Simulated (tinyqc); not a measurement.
Polytypes by hexagonality, and a cubic inclusion as a quantum well: sweeps and comparisons. A value that a table varies takes the place of the one given here.

Gap: E3 + (E2 - E3) h. Valence top Ev2 h and polarisation P2 h, both counted from 3C; Ec = Ev + gap.

A cubic inclusion of width L = N d in the host (h = 1) is a well of depth V = Ec(host) - Ec(3C). Square well with mass mismatch: k tan(k L/2) = (m_w/m_b) q, k = sqrt(m_w E/c), q = sqrt(m_b (V - E)/c), c = hbar^2/2m0, lowest root. The depth of the level, V - E, is its binding, and the transition to the valence top of the host is gap(host) - (V - E). The step in polarisation gives a field |F| = |P|/(eps eps0) in a thin inclusion, eps0 = 8.8541878e-12 F/m.

Constants: hbar^2/2m0 = 3.80998211 eV angstrom^2.

Parameters, chosen for this exercise (of the order of those of GaN; shifted at random, so the results belong to these values and not to a real crystal):
- E3 = 3.258 eV (gap of the cubic polytype)
- E2 = 3.492 eV (gap of 2H)
- Ev2 = 0.048 eV (valence top of 2H above that of 3C)
- P2 = -0.0198 C/m^2 (spontaneous polarisation of 2H)
- m = (0.203, 0.192) m0 (electron mass along c in the cubic layer and in the host)
- d = 2.59 angstrom (thickness of a double layer)
- eps = 9.5 (dielectric constant)
- N = 8 (double layers in the cubic inclusion)

## Width of the inclusion

Without the field: square well. With it, the potential inside is |F| (z - L/2), the host conduction edge lies at V - |F| L/2 on one side and V + |F| L/2 on the other, and the lowest level E_F is found by finite differences (step 0.25 angstrom, wide box, good to about 1 meV). Holes sit in the host on the high side, so the transition is gap(host) - V + E_F - |F| L/2. A dash: bound by less than 2 meV or not at all.

Results:
```
N   L (angstrom)  depth (eV)  transition (eV)  depth below the low side, with field (eV)  transition with field (eV)
1           2.59       0.007            3.485                                          -                           -
2           5.18       0.024            3.468                                          -                           -
3           7.77       0.048            3.444                                          -                           -
4          10.36       0.073            3.419                                      0.002                       3.246
6          15.54       0.120            3.372                                      0.008                       3.118
8          20.72       0.155            3.337                                      0.011                       2.993
12         31.08       0.201            3.291                                      0.013                       2.748
```

What does this show, and why?

The square well binds a level even at N = 1 (7 meV), as any symmetric one-dimensional well does; the depth grows to 201 of 282 meV, and the transition tends to E3 - Ev(host) = 3.210 eV. With the field the level is bound by 2 meV or more for N = 4, 6, 8 and 12, and the transition is lowered by 173 meV at N = 4 and 543 meV at N = 12, where |F| L/2 = 366 meV. Free carriers or surface charge screen the field and the step between the two sides; with the field removed every row returns to its square-well depth, and the attraction to the hole, left out here, binds the electron further.

## What each parameter does

Well depth, depth of the level, transition without the field and field. Each row changes one parameter from the base and keeps the others.

Results:
```
case                   V (eV)  depth (eV)  transition (eV)  |F| (MV/cm)
base                   0.2820      0.1555           3.3365        2.354
N = 9                  0.2820      0.1697           3.3223        2.354
Ev2 = 0.078 eV         0.3120      0.1788           3.3132        2.354
E3 = 3.238 eV          0.3020      0.1710           3.3210        2.354
E2 = 3.522 eV          0.3120      0.1788           3.3432        2.354
P2 = -0.0257 C/m^2     0.2820      0.1555           3.3365        3.055
eps = 10.5             0.2820      0.1555           3.3365        2.130
m = (0.244, 0.192) m0  0.2820      0.1606           3.3314        2.354
```

What does this show?

The largest shifts from the base row, up to three for each result and ties (the steps differ in size, so this ranks the rows, not the parameters). V (eV): Ev2 +0.0300, E2 +0.0300, E3 +0.0200; unchanged at the printed digits by N, P2, eps and m. depth (eV): Ev2 +0.0234, E2 +0.0234, E3 +0.0155; unchanged at the printed digits by P2 and eps. transition (eV): Ev2 -0.0234, E3 -0.0155, N -0.0142; unchanged at the printed digits by P2 and eps. |F| (MV/cm): P2 +0.701, eps -0.224; unchanged at the printed digits by N, Ev2, E3, E2 and m.

tinyqc: `OMP_NUM_THREADS=1 python tinyqc.py 1880363 1880364 out.jsonl`; about 0.05 s, one thread, shared Intel(R) Xeon(R) Processor @ 2.30GHz.
